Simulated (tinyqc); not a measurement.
Inside a calculation. Method: plane-wave Kohn-Sham cycle with exchange-only LDA in a layered model solid. Computed by tinyqc, a small Python program that keeps every step. Settings: points = 16, plane-wave index or count = 2, electrons = 2, k points = 3, area = 20.0, mixing = 0.5, iteration cap = 68. Command: `OMP_NUM_THREADS=1 python tinyqc.py 21880 21881 out.jsonl` (the two numbers bound the seeds that draw the settings). One thread of a shared host (Intel(R) Xeon(R) Processor @ 2.60GHz), about 0.04 s of CPU time with the checks. Later iterations appear only in the table of the cycle.

## Iteration 1: potential

A solid whose potential varies along x alone (atomic units):
```
parameter                      value
period a                   12.900000
cross-section of the cell  20.000000
electrons per cell                 2
grid points                       16
plane waves -n..n, n               2
k points                           3
V1 in V1 cos(2 pi x/a)     -0.550000
V2 in V2 cos(4 pi x/a)      0.110000
```

density at the start, on the grid x_j = j a/N (e/bohr^3): [0.00775194, 0.00775194, 0.00775194, 0.00775194, 0.00775194, 0.00775194, 0.00775194, 0.00775194, 0.00775194, 0.00775194, 0.00775194, 0.00775194, 0.00775194, 0.00775194, 0.00775194, 0.00775194]

V_H(G) = 4 pi rho(G)/G^2 for G != 0 (uniform background); v_x = -(3 rho/pi)^(1/3); V = V_ext + V_H + v_x; Fourier components f(G_m) = (1/N) sum_j f(x_j) exp(-i G_m x_j).

Potentials on the grid (hartree):
```
x              V_ext       V_H        v_x          V
0.000000   -0.440000  0.000000  -0.194892  -0.634892
0.806250   -0.430352  0.000000  -0.194892  -0.625244
1.612500   -0.388909  0.000000  -0.194892  -0.583801
2.418750   -0.288258  0.000000  -0.194892  -0.483150
3.225000   -0.110000  0.000000  -0.194892  -0.304892
4.031250    0.132694  0.000000  -0.194892  -0.062198
4.837500    0.388909  0.000000  -0.194892   0.194017
5.643750    0.585915  0.000000  -0.194892   0.391024
6.450000    0.660000  0.000000  -0.194892   0.465108
7.256250    0.585915  0.000000  -0.194892   0.391024
8.062500    0.388909  0.000000  -0.194892   0.194017
8.868750    0.132694  0.000000  -0.194892  -0.062198
9.675000   -0.110000  0.000000  -0.194892  -0.304892
10.481250  -0.288258  0.000000  -0.194892  -0.483150
11.287500  -0.388909  0.000000  -0.194892  -0.583801
12.093750  -0.430352  0.000000  -0.194892  -0.625244
```

V(G_m), m = 0, 1, 2, ... (hartree): [-0.194892, -0.275000, 0.055000, 0.000000, 0.000000]

## Iteration 1: Hamiltonian at one k

k = 0.000000 2 pi / a

H(m,m') = (k + G_m)^2/2 delta + V(G_m - G_m'), with V(-G) = V(G).

H (hartree), order -2, -1, +0, +1, +2:
```
[[0.279580, -0.275000, 0.055000, 0.000000, 0.000000],
 [-0.275000, -0.076274, -0.275000, 0.055000, 0.000000],
 [0.055000, -0.275000, -0.194892, -0.275000, 0.055000],
 [0.000000, 0.055000, -0.275000, -0.076274, -0.275000],
 [0.000000, 0.000000, 0.055000, -0.275000, 0.279580]]
```

## Iteration 1: levels at that k

Diagonalise the Hermitian matrix.

eigenvalues (hartree): [-0.523802, -0.269104, 0.033156, 0.417410, 0.554060]

## Iteration 1: new density

Motion across x is left out: the lowest 1 band(s) hold two electrons at each of the k points (j + 1/2)/nk - 1/2. Residual R = rho(out) - rho(in); rho(new) = rho(in) + 0.5 R. rho(out) = 2/(a A nk) sum |psi|^2 with psi = sum c exp(i G x). Harris energy E = band energy - dV sum rho (V_H/2 + v_x) + (3/4) dV sum rho v_x with rho(in), dV = a A/N, band energy = (2/nk) sum of the filled levels.

rho(out) (e/bohr^3): [0.02726358, 0.02358609, 0.01513094, 0.00698760, 0.00219560, 0.00042790, 0.00004692, 0.00000616, 0.00000499, 0.00000616, 0.00004692, 0.00042790, 0.00219560, 0.00698760, 0.01513094, 0.02358609]

density after iteration 1 (e/bohr^3): [0.01750776, 0.01566901, 0.01144144, 0.00736977, 0.00497377, 0.00408992, 0.00389943, 0.00387905, 0.00387847, 0.00387905, 0.00389943, 0.00408992, 0.00497377, 0.00736977, 0.01144144, 0.01566901]

energy per cell = -0.94964704 hartree

## Iteration 2: potential

As before.

Potentials on the grid (hartree):
```
x              V_ext        V_H        v_x          V
0.000000   -0.440000   0.364229  -0.255702  -0.331473
0.806250   -0.430352   0.325686  -0.246417  -0.351083
1.612500   -0.388909   0.224145  -0.221897  -0.386661
2.418750   -0.288258   0.092315  -0.191635  -0.387578
3.225000   -0.110000  -0.037599  -0.168094  -0.315693
4.031250    0.132694  -0.145870  -0.157481  -0.170657
4.837500    0.388909  -0.224684  -0.154997   0.009227
5.643750    0.585915  -0.272131  -0.154727   0.159058
6.450000    0.660000  -0.287951  -0.154719   0.217330
7.256250    0.585915  -0.272131  -0.154727   0.159058
8.062500    0.388909  -0.224684  -0.154997   0.009227
8.868750    0.132694  -0.145870  -0.157481  -0.170657
9.675000   -0.110000  -0.037599  -0.168094  -0.315693
10.481250  -0.288258   0.092315  -0.191635  -0.387578
11.287500  -0.388909   0.224145  -0.221897  -0.386661
12.093750  -0.430352   0.325686  -0.246417  -0.351083
```

V(G_m), m = 0, 1, 2, ... (hartree): [-0.187557, -0.138582, 0.064696, 0.001340, 0.000584]

## Iteration 2: Hamiltonian at one k

k = 0.000000 2 pi / a

As before.

H (hartree), order -2, -1, +0, +1, +2:
```
[[0.286914, -0.138582, 0.064696, 0.001340, 0.000584],
 [-0.138582, -0.068939, -0.138582, 0.064696, 0.001340],
 [0.064696, -0.138582, -0.187557, -0.138582, 0.064696],
 [0.001340, 0.064696, -0.138582, -0.068939, -0.138582],
 [0.000584, 0.001340, 0.064696, -0.138582, 0.286914]]
```

## Iteration 2: levels at that k

As before.

eigenvalues (hartree): [-0.312282, -0.175984, 0.019138, 0.328679, 0.388842]

## Iteration 2: new density

As before.

rho(out) (e/bohr^3): [0.01982883, 0.01849339, 0.01487929, 0.01008327, 0.00553374, 0.00231575, 0.00067005, 0.00011534, 0.00002051, 0.00011534, 0.00067005, 0.00231575, 0.00553374, 0.01008327, 0.01487929, 0.01849339]

density after iteration 2 (e/bohr^3): [0.01866829, 0.01708120, 0.01316036, 0.00872652, 0.00525376, 0.00320283, 0.00228474, 0.00199719, 0.00194949, 0.00199719, 0.00228474, 0.00320283, 0.00525376, 0.00872652, 0.01316036, 0.01708120]

energy per cell = -0.65174275 hartree

## Convergence

Stop when sqrt(dV sum R^2) is below 1e-8, dV = a A/N.

Course of the cycle:
```
iteration  E (hartree)  norm of the residual
1          -0.94964704              1.53e-01
2          -0.65174275              4.59e-02
3          -0.62893717              2.77e-02
4          -0.62820518              1.38e-02
5          -0.62816123              6.71e-03
6          -0.62819367              3.32e-03
7          -0.62821344              1.65e-03
8          -0.62822119              8.34e-04
9          -0.62822373              4.23e-04
10         -0.62822449              2.16e-04
11         -0.62822470              1.11e-04
...                ...                   ...
58         -0.78386967              1.63e-01
59         -0.78386967              1.63e-01
60         -0.78386967              1.63e-01
61         -0.78386967              1.63e-01
62         -0.78386967              1.63e-01
63         -0.78386967              1.63e-01
64         -0.78386967              1.63e-01
65         -0.78386967              1.63e-01
66         -0.78386967              1.63e-01
67         -0.78386967              1.63e-01
68         -0.78386967              1.63e-01
```

Not converged within 68 iterations: the residual has stopped falling. Reruns (cap 100 unless said): mixing 0.1: not converged; mixing 0.5, Kerker q0 1.0: not converged; mixing 0.3, Pulay depth 5: converged in 12 (E = -0.62822); the original settings with a cap of 400: not converged.
